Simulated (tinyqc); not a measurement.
The mass ratio: thresholds of impact ionisation and Auger recombination from band masses.

Inputs chosen for the exercise (out of a larger set: near those of GaSb, gap at low temperature and not tied to T; not measured data): Eg = 0.83 eV (gap at Gamma to the s-like level).

mu = me/mh is varied; thresholds in units of Eg for ionisation started by an electron, (1 + 2 mu)/(1 + mu), and by a heavy hole, (2 + mu)/(1 + mu).

Results:

| mu | electron (Eg) | hole (Eg) | electron (eV) | hole (eV) |
|---|---|---|---|---|
| 0.021 | 1.0206 | 1.9794 | 0.847 | 1.643 |
| 0.029 | 1.0282 | 1.9718 | 0.853 | 1.637 |
| 0.122 | 1.1087 | 1.8913 | 0.920 | 1.570 |
| 0.370 | 1.2701 | 1.7299 | 1.054 | 1.436 |
| 0.400 | 1.2857 | 1.7143 | 1.067 | 1.423 |
| 1.000 | 1.5000 | 1.5000 | 1.245 | 1.245 |

Give the missing row, mu = 0.034.

Computed row:
```
mu     electron (Eg)  hole (Eg)  electron (eV)  hole (eV)
0.034         1.0329     1.9671          0.857      1.633
```

The two thresholds add up to 3 Eg in every row and are equal, 3/2 Eg, at mu = 1. The lighter carrier has the lower threshold; in the first row the two differ by 0.796 eV, which would favour one carrier in avalanche multiplication. Real ionisation rates depend on the whole band structure and can be nearly equal although the edge masses differ.

Computed by tinyqc, a small Python program: `OMP_NUM_THREADS=1 python tinyqc.py 1880360 1880361 out.jsonl` (the numbers bound the seed that draws the inputs); one thread of a shared host (Intel(R) Xeon(R) Processor @ 2.30GHz), about 0.01 s for the whole set of steps.
